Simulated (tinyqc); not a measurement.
Inside a calculation. Method: UHF in the sto-3g basis, for H3+, spin multiplicity 1. One step of it, computed by the program tinyqc.

Task: Iteration 2: diagonalisation and new density. Diagonalise F' = X^T F X, C = X C', fill 1 alpha and 1 beta electrons from the bottom; D(s) = C_occ C_occ^T. Each column has its largest component positive (the first on a tie).

F(alpha) (hartree), lower triangle:
```
           1H 1s      2H 1s      3H 1s
1H 1s  -0.398038
2H 1s  -0.429133  -0.758729
3H 1s  -0.357230  -0.456086  -0.477306
```

F(beta) (hartree), lower triangle:
```
           1H 1s      2H 1s      3H 1s
1H 1s  -0.694639
2H 1s  -0.389307  -0.318311
3H 1s  -0.489229  -0.372725  -0.624958
```

X, lower triangle:
```
           1H 1s      2H 1s     3H 1s
1H 1s   1.060176
2H 1s  -0.134583   1.060120
3H 1s  -0.134823  -0.134674  1.060210
```

Give: F' = X^T F X; orbital energies; coefficients C; F' = X^T F X; orbital energies; coefficients C; D(alpha) after iteration 2; D(beta) after iteration 2.

Result:

F' = X^T F X (alpha) (hartree), lower triangle:
```
        1       2       3
1  -0.262
2  -0.232  -0.629
3  -0.186  -0.254  -0.341
```

orbital energies (alpha) (hartree): MO1 -0.911, MO2 -0.212, MO3 -0.109

coefficients C (alpha):
```
         MO1     MO2     MO3
1H 1s  0.271  -0.400   0.963
2H 1s  0.699   0.807  -0.139
3H 1s  0.349  -0.752  -0.688
```

F' = X^T F X (beta) (hartree), lower triangle:
```
        1       2       3
1  -0.560
2  -0.204  -0.182
3  -0.281  -0.194  -0.489
```

orbital energies (beta) (hartree): MO1 -0.916, MO2 -0.242, MO3 -0.073

coefficients C (beta):
```
         MO1     MO2     MO3
1H 1s  0.607  -0.827  -0.329
2H 1s  0.202   0.051   1.057
3H 1s  0.517   0.860  -0.393
```

D(alpha) after iteration 2, lower triangle:
```
       1H 1s  2H 1s  3H 1s
1H 1s  0.073
2H 1s  0.189  0.489
3H 1s  0.094  0.244  0.121
```

D(beta) after iteration 2, lower triangle:
```
       1H 1s  2H 1s  3H 1s
1H 1s  0.368
2H 1s  0.123  0.041
3H 1s  0.314  0.104  0.267
```
